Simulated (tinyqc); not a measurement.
Three-phonon processes in a diatomic chain: dispersion, energy and momentum conservation, and decay channels of optical phonons: one step, computed by the program tinyqc.

Cell length a, two atoms, one spring constant. x = q a/pi runs from -1 to 1; A and O are the acoustic and optical branches. Matrix elements are not computed: only conservation laws and occupation factors are followed.

Question. Band edges. omega^2 = k (1/m + 1/M) -/+ k sqrt((1/m + 1/M)^2 - 4 sin^2(pi x/2)/(m M)); nu = 15.6333042 THz x sqrt(omega^2) for eV/(angstrom^2 u). Acoustic top sqrt(2 k/M), optical bottom sqrt(2 k/m), optical top sqrt(2 k (1/m + 1/M)).

Inputs (values chosen for the exercise, for a model chain): light mass m = 69.7 u; heavy mass M = 85.7 u; spring constant k = 6.8 eV/angstrom^2.

Constants: nu for 1 eV/(angstrom^2 u) = 15.6333042 THz.

Give: acoustic top; optical bottom; optical top; optical top over twice the acoustic top; optical bottom over twice the acoustic top; optical width over acoustic top.

Answer.

acoustic top = 6.228 THz

optical bottom = 6.906 THz

optical top = 9.299 THz

optical top over twice the acoustic top = 0.7466

optical bottom over twice the acoustic top = 0.5544

optical width over acoustic top = 0.3843

The zone-centre optical phonon can decay into two acoustic ones: this needs M/m <= 3.
